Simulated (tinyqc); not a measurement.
CIS on RHF in the 6-311g basis, for H2, spin multiplicity 1, step by step. One step of it, computed by the program tinyqc.

Question. CIS matrix, triplets. A(ia,jb) = (e_a - e_i) d_ij d_ab - (ij|ab).

orbital energies (hartree): MO1 -0.627205, MO2 0.182507, MO3 0.298530, MO4 0.696097, MO5 2.278481, MO6 2.907956

Two-electron integrals over orbitals (pq|rs), unique and non-zero (hartree):
```
(11|11) 0.688662    (21|21) 0.035884    (22|11) 0.337561    (22|22) 0.292072
(31|11) -0.140572   (31|22) -0.019563   (31|31) 0.054397    (32|21) 0.024402
(32|32) 0.044658    (33|11) 0.367629    (33|22) 0.271247    (33|31) -0.033319
(33|33) 0.282214    (41|21) -0.055198   (41|32) -0.015014   (41|41) 0.104516
(42|11) -0.129996   (42|22) -0.038490   (42|31) 0.033457    (42|33) -0.042471
(42|42) 0.047190    (43|21) 0.021223    (43|32) 0.016742    (43|41) -0.033791
(43|43) 0.019309    (44|11) 0.520147    (44|22) 0.321493    (44|31) -0.079626
(44|33) 0.316574    (44|42) -0.099707   (44|44) 0.451528    (51|11) -0.117779
(51|22) -0.006409   (51|31) 0.058161    (51|33) -0.025415   (51|42) 0.020105
(51|44) -0.053826   (51|51) 0.103953    (52|21) 0.003377    (52|32) 0.000916
(52|41) -0.003518   (52|43) -0.004807   (52|52) 0.008480    (53|11) 0.123385
(53|22) 0.027193    (53|31) -0.041677   (53|33) 0.036310    (53|42) -0.031199
(53|44) 0.074289    (53|51) -0.050927   (53|53) 0.039533    (54|21) -0.008038
(54|32) -0.022458   (54|41) -0.003993   (54|43) 0.001810    (54|52) -0.011922
(54|54) 0.034289    (55|11) 0.664262    (55|22) 0.325613    (55|31) -0.136633
(55|33) 0.359595    (55|42) -0.119264   (55|44) 0.494484    (55|51) -0.140809
(55|53) 0.129074    (55|55) 0.674645    (61|21) -0.027927   (61|32) 0.010144
(61|41) 0.072439    (61|43) -0.029708   (61|52) 0.016512    (61|54) -0.045297
(61|61) 0.110192    (62|11) -0.022399   (62|22) 0.012146    (62|31) 0.018020
(62|33) 0.001930    (62|42) -0.000595   (62|44) -0.003022   (62|51) 0.031033
(62|53) -0.011428   (62|55) -0.029150   (62|62) 0.016057    (63|21) 0.025635
(63|32) 0.003633    (63|41) -0.051436   (63|43) 0.017168    (63|52) -0.002600
(63|54) 0.014533    (63|61) -0.053438   (63|63) 0.033145    (64|11) 0.156616
(64|22) 0.017963    (64|31) -0.061618   (64|33) 0.040046    (64|42) -0.036506
(64|44) 0.089166    (64|51) -0.081434   (64|53) 0.050621    (64|55) 0.164598
(64|62) -0.028984   (64|64) 0.088093    (65|21) 0.062958    (65|32) 0.015157
(65|41) -0.123093   (65|43) 0.047402    (65|52) -0.012742   (65|54) 0.039312
(65|61) -0.139254   (65|63) 0.081644    (65|65) 0.217060    (66|11) 0.735521
(66|22) 0.345555    (66|31) -0.166657   (66|33) 0.375477    (66|42) -0.141919
(66|44) 0.553364    (66|51) -0.194985   (66|53) 0.157173    (66|55) 0.754714
(66|62) -0.044807   (66|64) 0.216806    (66|66) 0.893081
```

Give: CIS matrix A, triplet.

Answer.

CIS matrix A, triplet (hartree):
```
        1>2      1>3      1>4      1>5      1>6
1>2  0.4722   0.0000   0.1300   0.0000   0.0224
1>3  0.0000   0.5581   0.0000  -0.1234   0.0000
1>4  0.1300   0.0000   0.8032   0.0000  -0.1566
1>5  0.0000  -0.1234   0.0000   2.2414   0.0000
1>6  0.0224   0.0000  -0.1566   0.0000   2.7996
```
